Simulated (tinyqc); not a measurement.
Charge neutrality of a doped semiconductor with incomplete ionisation: one step, computed by the program tinyqc. Command: `OMP_NUM_THREADS=1 python tinyqc.py 3028548 3028549 out.jsonl dopant walk`. One thread of a shared host (Intel(R) Xeon(R) Processor @ 2.30GHz), about 0.04 s of CPU time with the checks.

Energies are counted from the top of the valence band; E_D is measured down from the conduction band and E_A up from the valence band.

Problem. Densities at the solution. n = N_c F_1/2((E_F - E_g)/k_B T), p = N_v F_1/2(-E_F/k_B T). F_1/2(eta) = (2/sqrt(pi)) int_0^infinity sqrt(x)/(1 + exp(x - eta)) dx, by the trapezoid rule in t = sqrt(x) with step 0.02 up to t = 12 (for eta < -12 by exp(eta) - exp(2 eta)/2^(3/2)). N_D+ = N_D/(1 + g_D exp((E_F - E_g + E_D)/k_B T)). N_A- = N_A/(1 + g_A exp((E_A - E_F)/k_B T)).

Inputs (values chosen for the exercise, modelled on GaSb):
```
quantity                   value   unit
donor density N_D          2e+13  cm^-3
acceptor density N_A     8.3e+12  cm^-3
donor depth E_D          0.00241     eV
acceptor depth E_A        0.0303     eV
donor degeneracy g_D           2      -
acceptor degeneracy g_A        4      -
temperature T                 77      K
```

Doping: n-type, compensated. Statistics of the bands: Fermi-Dirac.

Fermi level E_F (last iterate) = 0.7490183 eV

gap E_g = 0.7997349 eV

N_c = 2.436247e+16 cm^-3

N_v = 8.254983e+17 cm^-3

k_B T = 0.006635347 eV

Give: majority density n; minority density p; ionised share of the donors; distance of E_F from the majority band edge.

Solution.

majority density n = 1.167e+13 cm^-3

minority density p = 7.802e-32 cm^-3

ionised share of the donors = 0.9986

distance of E_F from the majority band edge = 0.05072 eV
